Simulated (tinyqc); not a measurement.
Frequency dispersion of an accumulation capacitance by border traps, distributed model: two steps of the calculation.

Traps spread evenly through the insulator exchange electrons with the semiconductor by tunnelling, with tau(x) = t0 exp(2 ka x) at depth x from the interface. The admittance per area Y seen at depth x obeys dY/dx = -Y^2/(i w eps0 eox) + q Nb ln(1 + i w tau)/tau, with Y(0) = i w Cs and w = 2 pi f; the gate sees Y(tox) = G + i w C. Working variable y = Y/(i w), in uF/cm^2. Cox = eps0 eox/tox.

Parameters, values chosen for the exercise; permittivity close to that of zirconium oxide: relative permittivity of the insulator eox = 21; insulator thickness tox = 6.4 nm; semiconductor capacitance in accumulation Cs = 1.9 uF/cm^2; density of border traps Nb = 1.4e19 cm^-3 eV^-1; decay constant of the wave function in the insulator ka = 5.1 1/nm; time constant of a trap at the interface t0 = 8e-9 s; frequency f = 100 Hz; depth down to which the steps are taken xe = 1.7 nm.

Constants: q = 1.602176634e-19 C, eps0 = 8.8541878128e-14 F/cm where lengths are in cm. Results are converted to the units shown.

Question 1. Scales and lumped estimate. Cox; trap-free value 1/(1/Cox + 1/Cs); response depth d = ln(1/(w t0))/(2 ka), where w tau = 1; lumped estimate: all traps within d act as C_bt = q Nb d placed at d/2, so C = 1/{1/[1/(1/Cs + d/(2 eps0 eox)) + C_bt] + (tox - d/2)/(eps0 eox)}.

Wanted: Cox; trap-free C; d; C_bt; lumped C.

Answer 1.

Cox = 2.905 uF/cm^2
trap-free C = 1.149 uF/cm^2
d = 1.196 nm
C_bt = 0.2683 uF/cm^2
lumped C = 1.254 uF/cm^2

The traps within reach amount to 0.141 Cs and lie in the first 18.7 % of the insulator.

Question 2. Midpoint steps through the active depth. In terms of y: dy/dx = -y^2/(eps0 eox) + s(x), s = q Nb ln(1 + z)/z, z = i w tau. 9 midpoint steps of h = xe/9: y_half = y + (h/2) y'(x, y), y(new) = y + h y'(x + h/2, y_half).

Give: x; s; y.

Answer 2.

```
point   x (nm)  s (uF/(cm^2 nm))     y (uF/cm^2)
0            0  0.22430+0.00000i  1.9000+0.0000i
1      0.18889  0.22430+0.00000i  1.9056+0.0000i
2      0.37778  0.22430-0.00003i  1.9110+0.0000i
3      0.56667  0.22430-0.00018i  1.9161+0.0000i
4      0.75556  0.22430-0.00125i  1.9211-0.0001i
5      0.94444  0.22387-0.00858i  1.9259-0.0007i
6       1.1333  0.20644-0.05215i  1.9299-0.0048i
7       1.3222  0.08067-0.08201i  1.9210-0.0208i
8       1.5111  0.01382-0.02901i  1.8905-0.0298i
9       1.7000  0.00206-0.00676i  1.8559-0.0313i
```

Program tinyqc, `OMP_NUM_THREADS=1 python tinyqc.py 2202146 2202147 out.jsonl`; Intel Xeon 2.30GHz, shared host, one thread, about 0.4 s.
